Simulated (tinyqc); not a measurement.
Binary melting diagram from solution models of liquid and solid: one step, computed by the program tinyqc. Command: `OMP_NUM_THREADS=1 python tinyqc.py 3015585 3015586 out.jsonl melt walk`. One thread of a shared host (Intel(R) Xeon(R) Processor @ 2.30GHz), about 0.01 s of CPU time with the checks.

x is the fraction of B. In a phase with interaction L: mu_A = G_A + R T ln(1 - x) + L x^2, mu_B = G_B + R T ln x + L (1 - x)^2. Melting: G(liquid) - G(solid) = H (1 - T/T_m) for each pure component.

Task: Dilute B in A: partition coefficient and slope. At T_A, k0 = exp[(dG_B(T_A) + L_L - L_S)/(R T_A)]; van 't Hoff: m_L = -R T_A^2 (1 - k0)/H_A per unit fraction. Burton-Prim-Slichter: k_eff = k0/[k0 + (1 - k0) exp(-V delta/D)]. Freezing range of c0: |m_L| c0 |1 - k0|/k0.

Inputs (values chosen for the exercise, for a model alloy):
```
quantity                  value    unit
melting point T_A          1370       K
melting point T_B           545       K
heat of melting H_A        43.3  kJ/mol
heat of melting H_B        11.1  kJ/mol
liquid interaction L_L     -3.6  kJ/mol
solid interaction L_S     -0.47  kJ/mol
dilute content c0 of B   0.0034       -
growth number V delta/D     2.9       -
```

Diagram: complete solid solution (lens).

Constants: R = 8.314462618 J/(mol K).

Give: partition coefficient k0; liquidus slope m_L; effective coefficient k_eff; freezing range.

Result:

partition coefficient k0 = 0.1738

liquidus slope m_L = -297.8 K

effective coefficient k_eff = 0.7927

freezing range = 4.813 K

k0 < 1: the solid rejects B and B lowers the melting point. Faster growth moves k_eff towards 1.
